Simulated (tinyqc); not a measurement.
## Resistance of a tapered via with liner, size effect and interface: two fill metals against the diameter

A round via whose diameter grows from db at the bottom as D(z) = db + 2 z/tan(ang). The fill, of diameter D - 2 tl, starts above the bottom liner (thickness fb tl) and has rho = rho0 (1 + ks lam/(D - 2 tl)); the sidewall liner conducts in parallel with it. The bottom liner and the interface are crossed over the full area pi db^2/4. Spreading in the lines above and below is left out.

Slices between z0 = fb tl and hv, evaluated at their midpoints: conductance per length pi/4 [(D - 2 tl)^2/rho + (D^2 - (D - 2 tl)^2)/rl], slice resistance = slice height over that. 2000 slices. R_fill = sum of the slices; R_bottom = rl fb tl/(pi db^2/4); R_interface = ri/(pi db^2/4). The second fill has rho2, lam2 and tl2 in place of rho0, lam and tl.

Values chosen for this exercise; fill metal close to cobalt:
```
symbol,value,unit,meaning
hv,23,nm,height
ang,86,degrees,sidewall angle
rho0,6.11,uohm cm,bulk resistivity of the fill
lam,11.8,nm,mean free path of the fill
ks,0.7,,size-effect factor
tl,1.7,nm,liner on the sidewall
fb,1,,liner at the bottom over that on the sidewall
rl,320,uohm cm,resistivity of the liner
ri,6.6e-12,ohm cm^2,interface resistivity at the bottom
Sb,1e15,S/m^2,"ballistic conductance per area, about 3/(4 rho0 lam)"
rho2,1.65,uohm cm,bulk resistivity of the second fill (close to copper)
lam2,38.9,nm,its mean free path
tl2,2.8,nm,its liner
```

Two fill metals against the diameter:
```
db (nm)  R, first fill (ohm)  R, second fill (ohm)  ratio second/first
8.5                    187.5                 301.2               1.606
12                     81.99                 112.6               1.373
17                     37.71                 49.86               1.322
24                     18.02                 23.71               1.315
35                     8.197                 10.81               1.319
49                     4.102                 5.434               1.325
70                     1.982                 2.636               1.330
100                   0.9622                 1.284               1.334
```

What does the table show?

The ratio goes from 1.61 to 1.33. The first fill gives the lower R in every row.

Computed by the program tinyqc: `OMP_NUM_THREADS=1 python tinyqc.py 2750021 2750022 out.jsonl`, one thread of a shared Intel Xeon 2.30GHz, about 0.01 s for the whole run.
